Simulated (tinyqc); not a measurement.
MOSFET in saturation, small-signal circuit and noise: effect of the temperature on speed and noise.

Bias by the inversion coefficient IC = I/Ispec (charge-based model with velocity saturation; weak inversion below 0.1, strong above 10). Common-source circuit: gm, gds, Cgs, Cgd and Cj at the inner nodes, Rg in series with the gate; quasi-static, no source or drain resistance, no gate-body capacitance, no substrate network, no induced gate noise, so fmax is an upper estimate.

Ispec = 2 n mu Cox (W/L) Vt^2, lc = Ls/L, gms = [sqrt((lc IC + 1)^2 + 4 IC) - 1]/[2 + lc (lc IC + 1)], gm = gms Ispec/(n Vt), gds = sg gm. qs = [sqrt(1 + 4 IC) - 1]/2, Cgs = Cox W L qs (2 qs + 3)/(3 (qs + 1)^2) + Cov W, Cgd = Cov W, Cd = Cj W, Rg = Rsh (Wf/L)/(12 Nf) + Rc/W with Nf = W/Wf fingers (not rounded) contacted at both ends. fT = gm/(2 pi (Cgs + Cgd)), fmax = fT/(2 sqrt(Rg (gds + 2 pi fT Cgd))). Channel noise Sid = 4 kB T gam n gm with gam = (1/2 + (2/3) qs)/(1 + qs) + gw lc IC, qs = [sqrt(1 + 4 IC) - 1]/2, lc = Ls/L (the last term an empirical rise with velocity saturation); at the gate, white noise Sw = Sid/gm^2 + 4 kB T Rg. Number fluctuation with correlated mobility: S(f) = K/f, K = q^2 Vt lt Nt/(W L Cox^2) (1 + ac mu Cox I/gm)^2, Vt in eV with Nt per eV. Corner fc = K/Sw. IC is held fixed, and so are mu, n, Ls and Nt.

Parameters, values chosen for the exercise: gate length L = 130 nm; total gate width W = 10 um; gate capacitance Cox = 1.58 uF/cm^2; mobility mu = 200 cm^2/(V s); slope factor n = 1.19; velocity-saturation length Ls = 25 nm; ratio gds/gm sg = 0.026; overlap and fringe capacitance per side Cov = 0.31 fF/um; drain junction capacitance Cj = 0.3 fF/um; sheet resistance of the gate Rsh = 5 ohm; finger width Wf = 2 um; gate contact and vertical resistance Rc = 300 ohm um; inversion coefficient IC = 0.68; short-channel excess of the noise factor gw = 0.06; oxide trap density Nt = 1.1e18 cm^-3 eV^-1; tunnelling length into the oxide lt = 0.1 nm; Coulomb scattering coefficient ac = 1000 V s/C.

Constants: q = 1.602176634e-19 C, kB = 1.380649e-23 J/K, Vt = kB T/q. Results are converted to the units shown.

The same in every row: Rg (ohm) = 31.28.

Effect of the temperature on speed and noise:

| T (K) | I (uA) | fT (GHz) | fmax (GHz) | sqrt(Sw) (nV/Hz^0.5) | fc (MHz) |
|---|---|---|---|---|---|
| 100 | 2.921 | 2.500 | 30.52 | 4.437 | 3.846 |
| 150 | 6.573 | 3.749 | 37.38 | 4.446 | 5.772 |
| 200 | 11.69 | 4.999 | 43.17 | 4.456 | 7.700 |
| 250 | 18.26 | 6.249 | 48.26 | 4.466 | 9.630 |
| 300 | 26.29 | 7.499 | 52.87 | 4.475 | 11.56 |
| 350 | 35.79 | 8.749 | 57.10 | 4.485 | 13.50 |
| 400 | 46.74 | 9.999 | 61.05 | 4.495 | 15.43 |

What does the table show?

As T goes from 100 to 400 K, fT rises from 2.50 to 10.0 GHz, fmax rises from 30.5 to 61.0 GHz, the white noise rises from 4.44 to 4.49 nV/Hz^0.5 and the corner rises from 3.85 to 15.4 MHz. At fixed IC and mobility the current goes as T^2 and gm as T, which is why fT rises; a real mobility would fall with T. In every row fmax exceeds 4 fT, where channel resistance and substrate losses, left out here, would cap it. For T = 100 to 150 K band tails and dopant freeze-out, left out here, change n and the noise.

Program tinyqc, `OMP_NUM_THREADS=1 python tinyqc.py 2150017 2150018 out.jsonl`; Intel Xeon 2.30GHz, shared host, one thread, about 0.01 s.
